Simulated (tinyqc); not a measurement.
# Bulk resistivity and mean free path from two films

Inverse problem. In the thick-film limit single-crystal films obey rho = rho0 (1 + 3 (1 - ps) lam/(8 d)). Find rho0, lam and the product rho0 lam.

Inputs (values chosen for the exercise):

| symbol | value | unit | meaning |
|---|---|---|---|
| ps | 0.6 |  | specular share of surface scattering |

rho at d = 29 and 170 nm (uohm cm): [2.9723276, 2.7464559]

Answer. rho is a straight line in 1/d: the intercept is rho0 and the slope (3/8)(1 - ps) rho0 lam. Without ps only the product (1 - ps) lam could be found.

rho0 = 2.70 uohm cm
lam = 19.5 nm
rho0 lam = 52.6 uohm cm nm

Computed by the program tinyqc: `OMP_NUM_THREADS=1 python tinyqc.py 2100152 2100153 out.jsonl`, one thread of a shared Intel Xeon 2.30GHz, about 0.01 s for the whole run.
